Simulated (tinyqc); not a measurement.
Armchair graphene nanoribbon in tight binding, step by step. Values are carried at full precision from step to step, so a last printed digit may differ when a step is redone from the rounded ones.

An armchair ribbon of N dimer lines, width (N - 1) sqrt3 acc/2, period 3 acc, one pz orbital a site. In line n, A_n binds to B_n with -t exp(ik/3), times (1 + d) in the two edge lines, and to B_(n-1) and B_(n+1) with -t exp(-ik/6); k runs from -pi to pi. For d = 0 the modes across the ribbon are sin(n p pi/(N + 1)), p = 1 to N, with E = -/+ t sqrt(1 + 4 c^2 + 4 c cos(k/2)), c = cos(p pi/(N + 1)).

Parameters, chosen for this exercise (near those used for graphene; not measured data): t = 2.8 eV (hopping); N = 4 (dimer lines); k = 1 (k times the period 3 acc); d = 0 (relative strengthening of the edge bonds).

## Transverse modes without edge correction

For each p give c, |E| at k = 0, t |1 + 2c|, and |E| at the given k.

Modes:

| p | c | \|E\| at k = 0 (eV) | \|E\| at k (eV) |
|---|---|---|---|
| 1 | 0.8090 | 7.3305 | 7.1155 |
| 2 | 0.3090 | 4.5305 | 4.3976 |
| 3 | -0.3090 | 1.0695 | 1.5265 |
| 4 | -0.8090 | 1.7305 | 2.4699 |

N = 4 = 3 x 1 + 1. No mode has c = -1/2; the nearest, p = 3, leaves a gap of 2.1390 eV.

## The Hamiltonian at k

Fill in the matrix.

H(k) (eV):
```
                 A1               A2               A3               A4               B1               B2
A1                0                0                0                0  -2.6459-0.9161i  -2.7612+0.4645i
A2                0                0                0                0  -2.7612+0.4645i  -2.6459-0.9161i
A3                0                0                0                0                0  -2.7612+0.4645i
A4                0                0                0                0                0                0
B1  -2.6459+0.9161i  -2.7612-0.4645i                0                0                0                0
B2  -2.7612-0.4645i  -2.6459+0.9161i  -2.7612-0.4645i                0                0                0
B3                0  -2.7612-0.4645i  -2.6459+0.9161i  -2.7612-0.4645i                0                0
B4                0                0  -2.7612-0.4645i  -2.6459+0.9161i                0                0

                 B3               B4
A1                0                0
A2  -2.7612+0.4645i                0
A3  -2.6459-0.9161i  -2.7612+0.4645i
A4  -2.7612+0.4645i  -2.6459-0.9161i
B1                0                0
B2                0                0
B3                0                0
B4                0                0
```

## Levels at k

Diagonalise H.

levels (eV): -7.1155  -4.3976  -2.4699  -1.5265  1.5265  2.4699  4.3976  7.1155

The levels come in pairs +E, -E because only A-B bonds occur.

## The gap with the edge correction

First order in d: for the mode p nearest to c = -1/2 the gap is 2t |1 + 2c + d w|, w = 4 sin^2(p pi/(N + 1))/(N + 1) being the weight on the two edge lines. Compare with twice the smallest |E| of H(0).

p = 3
w = 0.7236
gap to first order = 2.1390 eV
gap from H(0) = 2.1390 eV

With d = 0 the two agree.

## Checks

- Positive levels of H(k) for d = 0 against the mode formula: they agree to 1e-10 or better.

Run: tinyqc, `OMP_NUM_THREADS=1 python tinyqc.py 1480047 1480048 out.jsonl`; Intel(R) Xeon(R) Processor @ 2.30GHz, one thread, shared host; about 0.03 s of CPU time with all checks.
